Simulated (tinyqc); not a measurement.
# Both saturation currents from two open-circuit voltages

Inverse problem. Without shunt, at open circuit JL = J01 (exp(Voc/Vt) - 1) + J02 (exp(Voc/(2 Vt)) - 1). Find J01, J02 and the mean ideality (Voc2 - Voc1)/(Vt ln(JL2/JL1)).

Values chosen for this exercise: temperature T = 348 K.

Constants: q = 1.602176634e-19 C, kB = 1.380649e-23 J/K, Vt = kB T/q. Results are converted to the units shown.

photocurrents (mA/cm^2): [33, 1.65]
Voc (V): [0.63192604, 0.53624389]

Solution. The relation is linear in J01 and J02, so two light levels give two equations; series resistance plays no part at open circuit.

J01 = 2.200e-11 A/cm^2
J02 = 4.800e-8 A/cm^2
mean ideality = 1.065

Computed by the program tinyqc: `OMP_NUM_THREADS=1 python tinyqc.py 2280006 2280007 out.jsonl`, one thread of a shared Intel Xeon 2.30GHz, about 0.01 s for the whole run.
